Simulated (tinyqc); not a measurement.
Worked calculation: stepped quantum well by finite differences. Values are carried at full precision from step to step, so a last printed digit may differ when a step is redone from the rounded ones.

Finite differences on points z_i at the centres of cells of width h: H_ii = (c/h^2)(1/m_(i-1/2) + 1/m_(i+1/2)) + V_i, H_(i,i+1) = -(c/h^2)/m_(i+1/2), where m_(i+1/2) is the mean of the masses at the two points (the end values are repeated outwards), psi = 0 on the points beyond both ends, c = hbar^2/2m0. The field adds e F (z - z0) with z0 the middle of the structure; 1 kV/cm = 1e-5 eV/angstrom.

Constants: hbar^2/2m0 = 3.80998211 eV angstrom^2.

Inputs chosen for the exercise (near those of a strained Si well in SiGe; shifted at random, so the results belong to these values and not to a real crystal): layers = ((30, 0.184, 0.958), (20, 0, 0.928), (30, 0.057, 0.9373), (30, 0.184, 0.958)) (each layer: thickness in angstrom, band edge in eV, mass in m0); F = 43 kV/cm (field along z); h = 10 angstrom (cell width of the coarse grid); hf = 0.625 angstrom (cell width of the fine grid).

## The coarse grid

List the points, the potential with the field, and the masses.

Grid:
```
i   z (angstrom)   V (eV)  m (m0)
1            5.0   0.1625  0.9580
2           15.0   0.1668  0.9580
3           25.0   0.1711  0.9580
4           35.0  -0.0086  0.9280
5           45.0  -0.0043  0.9280
6           55.0   0.0570  0.9373
7           65.0   0.0613  0.9373
8           75.0   0.0656  0.9373
9           85.0   0.1969  0.9580
10          95.0   0.2012  0.9580
11         105.0   0.2055  0.9580
```

## The tridiagonal Hamiltonian

Form the diagonal and the neighbouring elements; V in the grid already includes the field.

diagonal H_ii (eV): 0.2420  0.2463  0.2513  0.0729  0.0776  0.1385  0.1426  0.1465  0.2769  0.2807  0.2850

H_(i,i+1) (eV): -0.0398  -0.0398  -0.0404  -0.0411  -0.0409  -0.0406  -0.0406  -0.0402  -0.0398  -0.0398

## Lowest levels on the coarse grid

Diagonalise the symmetric tridiagonal matrix; give the three lowest levels and the weights u_i^2 (sum 1) of the two lowest.

levels (eV): 0.0222  0.0782  0.1048

weights on the points:
```
             1      2      3      4      5      6      7      8      9     10     11
level 1  0.000  0.000  0.014  0.423  0.472  0.077  0.011  0.001  0.000  0.000  0.000
level 2  0.000  0.001  0.015  0.249  0.035  0.248  0.304  0.141  0.006  0.000  0.000
```

## Halving the cell width

The same with h, h/2, ..., h/32. The end points move with h, since psi vanishes half a cell beyond the structure. Richardson value (4 E(h/32) - E(h/16))/3.

Convergence:
```
cell (angstrom)  points  E1 (eV)  E2 (eV)  E1 - finest (meV)
10.0000              11  0.02216  0.07822             -6.609
5.0000               22  0.02687  0.08360             -1.899
2.5000               44  0.02828  0.08492             -0.488
1.2500               88  0.02865  0.08526             -0.117
0.6250              176  0.02875  0.08534             -0.024
0.3125              352  0.02877  0.08536              0.000
```

Richardson values of E1, E2 (eV): 0.02878  0.08537

The coarse grid is 6.6 meV too low in E1. The last differences between rows shrink by a factor 4.0 (4 for a pure h^2 error, 2 for one linear in h).

## Positions and dipoles on the fine grid

With h sum psi^2 = 1: <z - z0> of three levels, |z_12| and |z_13|, the mass m1 from 1/m1 = <1|1/m|1>, and f_1j = (m1/c)(E_j - E_1) z_1j^2.

levels (eV): 0.0287  0.0853  0.1302

<z - z0> (angstrom): -12.2  4.3  -0.5

|z_12|, |z_13| (angstrom): 6.82  3.52

m1 = 0.9304 m0

f_12, f_13: 0.643  0.307

Parity is broken, so the 1-3 transition is allowed, with 0.48 times the strength of 1-2. E2 - E1 = 56.6 meV, a wavelength of 21.9 micrometre (hc = 1239.841984 eV nm).

## Checks

- E1 at zero field on the grid h/32 against transfer matrices between the same hard ends, eV: both 0.0338.

(tinyqc, `OMP_NUM_THREADS=1 python tinyqc.py 1251885 1251886 out.jsonl`, Intel(R) Xeon(R) Processor @ 2.30GHz, 1 thread, shared host, about 0.01 s.)
